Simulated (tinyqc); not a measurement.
Inside a calculation. Model: scattering of inversion-layer electrons by surface optical phonons of the gate insulator (remote phonon scattering). Computed by tinyqc, a small Python program that keeps every step. Command: `OMP_NUM_THREADS=1 python tinyqc.py 3111915 3111916 out.jsonl sophonon walk`. One thread of a shared host (Intel(R) Xeon(R) Processor @ 2.30GHz), about 0.02 s of CPU time with the checks. Intermediate numbers are printed to about 7 digits and carried at full precision; extremes and crossings named in words are read from the listed rows.

One subband with the Fang-Howard envelope; insulator and channel are half-spaces, the gate is far away, and an interlayer only moves the polar surface away by t (its own modes and its permittivity contrast are left out).

Inputs (values chosen for the exercise, modelled on SiO2 on In0.53Ga0.47As):
```
quantity,value,unit
static constant of the insulator eps_0s,3.87,-
intermediate constant eps_i,3.05,-
optical constant eps_inf,2.5,-
hbar omega_TO1,56.5,meV
hbar omega_TO2,142,meV
constant of the channel eps_s,13.9,-
in-plane mass m,0.0438,m_0
valleys g_v,1,-
sheet density n,1.4e+12,1/cm^2
mean distance of the electrons z0 = 3/b,3.2,nm
interlayer thickness t,0,nm
temperature T,400,K
electron energy E,60,meV
mobility from other processes,3480,cm^2/(V s)
```

Screening by the channel electrons: static.

Constants: k_B = 8.617333262e-05 eV/K; hbar^2/(2 m_0) = 3.80998212 eV angstrom^2; e^2/(4 pi eps_0) = 14.39964548 eV angstrom; hbar = 6.582119569e-16 eV s; e = 1.602176634e-19 C; m_0 = 9.1093837015e-31 kg.

## Surface modes and strengths

eps(w) = eps_inf + (eps_0s - eps_i) w1^2/(w1^2 - w^2) + (eps_i - eps_inf) w2^2/(w2^2 - w^2). Surface modes solve eps(w) + eps_s = 0, a quadratic in w^2; the strength of a mode is g = 2/(w d eps/dw). Occupation N = 1/(exp(hbar w/(k_B T)) - 1).

hbar omega_SO (meV): 1 57.8420, 2 144.3828

strengths g: 1 0.002687469, 2 0.002013521

occupations N: 1 0.2296099, 2 0.0153990

hbar omega g (2 N + 1) (meV): 1 0.2268335, 2 0.2996714

The lower mode has the larger hbar omega g N, the prefactor of absorption before the dependence on q: 0.0357 and 0.00448 meV.

## The electron gas

Density of states D = g_v m/(pi hbar^2); eta = E_F/(k_B T) = ln(exp(n/(D k_B T)) - 1); screening wave number q_s = e^2 D/(2 eps_0 eps_avg) x 1/(1 + exp(-eta)), eps_avg = (eps_s + eps_inf)/2; b = 3/z0.

D = 1.829664e+13 1/(eV cm^2)

eta = 2.104861

q_s = 0.1799490 1/nm

b = 0.9375 1/nm

## Squared matrix elements

For a mode of strength g, without the occupation factor, Area x |M(q)|^2 = e^2 hbar w g/(2 eps_0 q) x (b/(b + q))^6 exp(-2 q t) / (1 + (q_s/q) H(q))^2, H = (1 + 9 x/8 + 3 x^2/8)/(1 + x)^3, x = q/b.

Area x |M|^2 (meV^2 nm^2):
```
q (1/nm),(b/(b + q))^6,exp(-2 q t),mode 1,mode 2
0.05,0.7321584,1,1130.817,2114.840
0.10,0.5443761,1,1232.203,2304.451
0.20,0.3134146,1,826.288,1545.314
0.30,0.1890412,1,475.858,889.945
0.50,0.0769450,1,158.006,295.502
0.80,0.0246762,1,37.268,69.699
1.20,0.0071185,1,7.734,14.464
```

## Rates at the energy E

Approximate momentum relaxation rate, taking tau v alike in the initial and final states: 1/tau = (m/(2 pi hbar^3)) sum over modes and over absorption (N, E' = E + hbar w) and emission (N + 1, E' = E - hbar w > 0) of [(1 - f(E'))/(1 - f(E))] int_0^(2 pi) Area |M(q)|^2 (1 - cos theta) d theta, q^2 = k^2 + k'^2 - 2 k k' cos theta, f the Fermi function; 48 midpoints in theta from 0 to pi.

rates (1/ps): mode 1 absorption 0.0614041, mode 1 emission 0.1529912, mode 2 absorption 0.0056346, mode 2 emission 0.0000000

tau at E = 4544.837 fs

## Mobility

mu = (e/m) int tau E f (1 - f) dE/(k_B T int f dE), by 300 midpoints from 0 to (max(eta, 0) + 14) k_B T; Matthiessen sum with the other processes.

remote-phonon mobility = 313998.2 cm^2/(V s)

total mobility = 3441.854 cm^2/(V s)

loss of mobility = 1.096138 %

Caution: a relaxation time is only an approximation for inelastic scattering, and static or no screening brackets the true dynamic screening only roughly.

## What an interlayer buys

The formulas are those given above.

Against the interlayer thickness:
```
t (nm),remote-phonon mobility (cm^2/(V s)),total (cm^2/(V s))
0.0,313998,3441.854
0.3,414580,3451.032
0.6,542836,3457.833
1.0,767230,3464.287
1.5,1156739,3469.562
2.0,1702507,3472.901
3.0,3446211,3476.489
```

1 nm of interlayer raises the remote-phonon mobility by a factor 2.44, as exp(2 q t) with an effective q of 0.45 per nm; between 2 and 3 nm the effective q is 0.35. The total goes from 3440 to 3460 over the first nanometre.

Checks made by the program: sum of strengths against 1/(eps_s + eps_inf) - 1/(eps_s + eps_0s) (relative difference below 1e-10).
